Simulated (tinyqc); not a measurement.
Self-consistent Fermi level with native defects, at growth and after a quench: one step, computed by the program tinyqc.

Energies are counted from the top of the valence band (VBM); when the gap shrinks with temperature the conduction band moves and the levels stay. The added dopant is taken as fully ionised. D and A draw on one reservoir with opposite signs, as the two vacancies of a compound do.

Problem. After the quench to T. E_g(T) = E_g - slope x max(0, T - 300 K). N_c = 2 M_c (2 pi m_e k_B T/h^2)^(3/2) and N_v = 2 (2 pi m_h k_B T/h^2)^(3/2), masses in units of m_0. n = N_c F_1/2((E_F - E_g)/k_B T), p = N_v F_1/2(-E_F/k_B T). F_1/2(eta) = (2/sqrt(pi)) int_0^infinity sqrt(x)/(1 + exp(x - eta)) dx, by the trapezoid rule in t = sqrt(x) with step 0.02 up to t = 12 (for eta < -12 by exp(eta) - exp(2 eta)/2^(3/2)). After a quench the totals of D and A stay as grown, and each is shared among its charge states with weights exp(-(E_f(q, 0) + q E_F)/k_B T). Net charge = p - n + sum q c_q + N_X; the log ratio is ln(positive charge/negative charge). E_F is the root of the log ratio, by 50 bisections between -0.5 eV and E_g + 0.5 eV.

Inputs (values chosen for the exercise, with bands modelled on InP):

| quantity | value | unit |
|---|---|---|
| gap E_g at 300 K | 1.33 | eV |
| slope -dE_g/dT above 300 K | 0.00029 | eV/K |
| electron mass m_e | 0.076 | m_0 |
| valleys M_c | 1 | - |
| hole mass m_h | 0.624 | m_0 |
| dopant density N_X | 1.4e+18 | cm^-3 |
| growth temperature T_g | 1080 | K |
| temperature of use T | 300 | K |

Added shallow dopant: donor.

total D = 1.170491e+17 cm^-3

total A = 5.704127e+14 cm^-3

E_f(q, E_F = 0) (eV): D(+3) -1.162, D(+2) -0.591, D(+1) 0.316, D(0) 1.229, A(0) 2.848, A(-1) 3.250, A(-2) 3.760

Constants: m_0 = 9.1093837015e-31 kg; k_B = 1.380649e-23 J/K; h = 6.62607015e-34 J s; k_B = 8.617333262e-05 eV/K.

Give: E_F after the quench; n after the quench; p after the quench; Frozen defects.

Solution.

E_F after the quench = 1.379 eV

n after the quench = 1.399e+18 cm^-3

p after the quench = 8.510e-05 cm^-3

Frozen defects:

| state | c (cm^-3) | share of its total |
|---|---|---|
| D(+3) | 5.599e-13 | 4.783e-30 |
| D(+2) | 2.080e+01 | 1.777e-16 |
| D(+1) | 1.753e+09 | 1.497e-08 |
| D(0) | 1.170e+17 | 1.000e+00 |
| A(0) | 5.653e-17 | 9.910e-32 |
| A(-1) | 1.450e+00 | 2.542e-15 |
| A(-2) | 5.704e+14 | 1.000e+00 |
